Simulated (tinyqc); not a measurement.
Charge-trap memory cell: one step of the calculation.

Channel, tunnel oxide, storage layer, blocking layer, gate. N electrons per area sit in a sheet at the centroid and shift the threshold by U = (q/eps0) N (tb/eb + xc tn/en). EOT = t1 + 3.9 (tn/en + tb/eb); tunnel field F = (Vg - U)/EOT; dN/dt = eta (J/q)(1 - N/Nm). Fowler-Nordheim: J = A F^2 exp(-B/F), A = q^2/(16 pi^2 hbar mo phi) (times 1e14 for A/cm^2 with F in V/nm, emitter mass m0), B = (4/3) sqrt(mo/C) phi^1.5, C = hbar^2/(2 m0).

Question. Retention after ten years. Retention: filled traps are spread evenly in depth from E1 to E2, and each empties at the rate nu exp(-E/kB T). The share left is the mean of exp(-nu t exp(-E/kB T)) = [kB T/(E2 - E1)] [E1x(nu t exp(-E2/kB T)) - E1x(nu t exp(-E1/kB T))], E1x the exponential integral; traps shallower than about Ed = kB T ln(nu t) are empty. t = 3.15576e8 s.

Parameters, values chosen for the exercise; oxide values close to those of silicon dioxide, storage layer close to silicon nitride, blocking layer close to aluminium oxide: storage temperature T = 358 K; shallowest trap depth E1 = 1 eV; deepest trap depth E2 = 1.71 eV; attempt frequency nu = 1e12 1/s.

Constants: q = 1.602176634e-19 C, kB = 1.380649e-23 J/K, Vt = kB T/q. Results are converted to the units shown.

Give: Ed; share left; loss a decade while Ed lies between E1 and E2, kB T ln 10/(E2 - E1).

Answer.

Ed = 1.4562 eV
share left = 0.33246
loss a decade while Ed lies between E1 and E2, kB T ln 10/(E2 - E1) = 0.10005

Range of the model: The Fowler-Nordheim form needs F t1 above phi; trap-assisted paths and leakage through the blocking layer are left out.

Computed by the program tinyqc: `OMP_NUM_THREADS=1 python tinyqc.py 2130163 2130164 out.jsonl`, one thread of a shared Intel Xeon 2.30GHz, about 0.08 s for the whole run.
